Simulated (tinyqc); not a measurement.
Rise against time: self-heating of a transistor with one or more fingers, with temperature-dependent conductivity. Computed by tinyqc, a small Python program. Command: `OMP_NUM_THREADS=1 python tinyqc.py 3024560 3024561 out.jsonl selfheat walk`. One thread of a shared host (Intel(R) Xeon(R) Processor @ 2.30GHz), about 0.06 s of CPU time with the checks.

N long parallel fingers lie on the top face of a slab whose bottom is held at T_0; the top is otherwise insulated, and heat flows in two dimensions. P in W/mm is 1000 P in W/m.

Inputs (values chosen for the exercise, modelled on germanium):
```
quantity                                      value           unit
conductivity at the base temperature kappa_0   61.4        W/(m K)
power per gate width P                         0.45           W/mm
fingers N                                         5              -
finger pitch s                                   15     micrometre
width of the heat source w                     0.17     micrometre
substrate thickness t                           350     micrometre
phonon free path Lambda                         110             nm
heat capacity C                                1.69  1e6 J/(m^3 K)
pulse length                                      1    microsecond
```

Power: power rises with temperature.

Method:
- A line source of power P on the top face raises the top at distance x by (P/(pi kappa_0)) g(x), g(x) = -ln tanh(pi x/(4 t)) (the image sum for the slab). On a strip of width w the centre sees the mean of g over the strip, g_0 = 1 + ln(8 t/(pi w)) for w much below t.
- theta_i = (P/(pi kappa_0)) [g_0 + sum over j != i of g(|i - j| s)], with equal powers and constant conductivity; thermal resistance = largest theta/P.
- After switching on, theta(tau) = (P D/kappa_0) int_0^tau X(u) Z(u) du at the hottest finger, D = kappa_0/C; X = sum over fingers at distance x of [erf((x + w/2)/r) - erf((x - w/2)/r)]/(2 w), Z = sum_(j=-200..200) (-1)^j exp(-(2 j t/r)^2)/sqrt(pi D u), r = 2 sqrt(D u); trapezoid rule on 300 points evenly spaced in ln u from u_0 = 1e-3 min(tau, w^2/D) to tau, plus the exact piece 2 sqrt(u_0/(pi D))/w below u_0. Conductivity and power are held at their base values here, and Fourier's law is used even where the diffusion length is near a phonon free path.

diffusivity D = 36.3314 micrometre^2/microsecond

theta of each finger (K): 46.5730  49.7939  50.7354  49.7939  46.5730

largest theta = 50.7354 K

Heating curve:
```
time (microsecond)  sqrt(D time) (micrometre)  rise (K)  share of the steady rise
0.0034                                0.35146    6.5937                      0.13
0.034                                  1.1114    9.2745                    0.1828
0.34                                   3.5146    11.964                    0.2358
3.4                                    11.114    16.234                      0.32
34                                     35.146    26.329                     0.519
170                                    78.590     35.31                     0.696
670                                    156.02    43.217                    0.8518
2000                                   269.56    48.704                      0.96
5100                                   430.45    50.588                    0.9971
```

Half the steady rise is reached between 3.4 and 34 microseconds, and the last row holds 99.7 % of it; the slowest time constant is 4 t^2/(pi^2 D) = 1370 microseconds. While the diffusion length lies between w and the pitch or thickness, the rise grows as the logarithm of time; once it nears the pitch of 15 micrometre the neighbours add their heat. Caution: the source is narrower than two phonon free paths, so the Fourier result understates the rise at the source.

Extremes, crossings and ranges named in words are read from the listed rows.
